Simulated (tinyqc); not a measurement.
# Gas flow in a process chamber: flow regimes, conductance, effective pumping speed, pump-down, outgassing and purge, step by step

A worked calculation. Computed by tinyqc, a small Python program that keeps every step. Command: `OMP_NUM_THREADS=1 python tinyqc.py 3120283 3120284 out.jsonl pump walk`. One thread of a shared host (Intel(R) Xeon(R) Processor @ 2.30GHz), about 0.07 s of CPU time with the checks. Intermediate numbers are printed to about 6 digits and carried at full precision; extremes and crossings named in words are read from the listed rows.

Ideal gas, isothermal flow, a pump of constant speed at the end of a round pipe; process gas, volume gas and outgassing are given the same properties. 1 sccm = 101325 Pa x 1e-6 m^3/60 s x T/273.15 K.

Inputs (values chosen for the exercise, modelled on hydrogen near room temperature):
```
quantity                     value            unit
molar mass M                 2.016           g/mol
molecular diameter            0.27              nm
viscosity eta                  8.9   micropascal s
temperature T                  293               K
chamber volume V                12               L
wall area                     0.43             m^2
pipe diameter d                  4              cm
pipe length l                  230              cm
pump speed S                   6.5             L/s
process gas flow                22            sccm
outgassing rate after 1 h  3.4e-06  Pa m^3/(s m^2)
outgassing exponent n          1.1               -
starting pressure p0           230              Pa
target base pressure         2e-05              Pa
```

Constants: k_B = 1.380649e-23 J/K; u = 1.6605390666e-27 kg.

## Molecular flow

Mean speed c = sqrt(8 k_B T/(pi m)); aperture conductance C_a = c pi d^2/16; molecular pipe C_m = C_a/(1 + 3 l/(4 d)) (Dushman form); viscous pipe C_v = pi d^4 p_mean/(128 eta l); Knudsen interpolation C = C_v + C_m (1 + x)/(1 + 1.24 x), x = d p_mean sqrt(m/(k_B T))/eta. Effective speed 1/S_eff = 1/S + 1/C_m; time constant V/S_eff; pressure at which the free path k_B T/(sqrt2 pi d_m^2 p) equals d.

mean speed c = 1754.19 m/s

C_a = 551.094 L/s

C_m = 12.4894 L/s

S_eff in molecular flow = 4.27507 L/s

time constant = 2.80697 s

pressure where the free path equals d = 0.312247 Pa

The pipe passes on 66 % of the pump speed.

## Process pressure

Steady flow: the pump inlet is at p_2 = Q/S, and the chamber pressure p_1 solves Q = C((p_1 + p_2)/2) (p_1 - p_2). Residence time = p_1 V/Q. Knudsen number = free path at the mean pressure over d.

throughput Q = 39.8524 Pa L/s

p_2 = 6.13114 Pa

chamber pressure p_1 = 7.41933 Pa

conductance C = 30.9368 L/s

residence time = 2.23404 s

Knudsen number = 0.0460866

The flow in the pipe is transitional.

## Purging a well-mixed chamber

With steady flow a contaminant decays as exp(-t/residence time); gas used = flow x time.

time to dilute 1e3 times = 15.4322 s

time to dilute 1e6 times = 30.8644 s

gas used for 1e6 = 11.3170 standard cm^3

## Pump-down curve

Pump-down: V dp/dt = -S_eff(p) p + q(t) A, with S_eff = S p_2/p, where p_2 solves C((p + p_2)/2) (p - p_2) = S p_2 at each moment, and q(t) = q_1 (1 h/(t + 10 s))^n; integrated adaptively. At long times p = q(t) A/S_eff. S_eff(p) is tabulated at 260 pressures and interpolated in ln p. Comparison columns: p0 exp(-t/time constant) with the molecular S_eff (0 below 1e-26 p0), and the outgassing limit.

Pressure against time:
```
t (s)        p (Pa)  S_eff (L/s)  volume gas only (Pa)  outgassing limit (Pa)
0.3     1.95837e+02      6.43118           2.06686e+02            2.14692e-01
1       1.34731e+02      6.40099           1.61067e+02            1.99712e-01
3       4.69981e+01      6.23238           7.89892e+01            1.66188e-01
10      2.05788e+00      4.59779           6.52421e+00            1.03467e-01
30      5.49138e-02      4.23781           5.24961e-03            4.82693e-02
100     1.63896e-02      4.26163           7.75758e-14            1.58637e-02
300     5.13203e-03      4.27062                     0            5.07503e-03
1000    1.38881e-03      4.27384                     0            1.38415e-03
3600    3.41257e-04      4.27477                     0            3.40941e-04
20000   5.18366e-05      4.27503                     0            5.18281e-05
100000  8.82883e-06      4.27506                     0            8.82854e-06
```

From t = 30 s on the pressure is within 20 % of the outgassing limit, which falls only as (t + 10 s)^-1.1: walls, not volume, set the time to base pressure. Early on viscous flow raises S_eff to 6.43 L/s, 1.5 times its molecular value.

## Time to base pressure

From the outgassing limit: t = 1 h x (q_1 A/(S_eff p_target))^(1/n) - 10 s; monolayer time at the target = 1e19 m^-2 x 4 k_B T/(p c) for unit sticking.

time to the target = 13.2067 h

monolayer time = 4.61217 s

Checks made by the program: throughput from C and the pressure drop (relative difference below 1e-10).
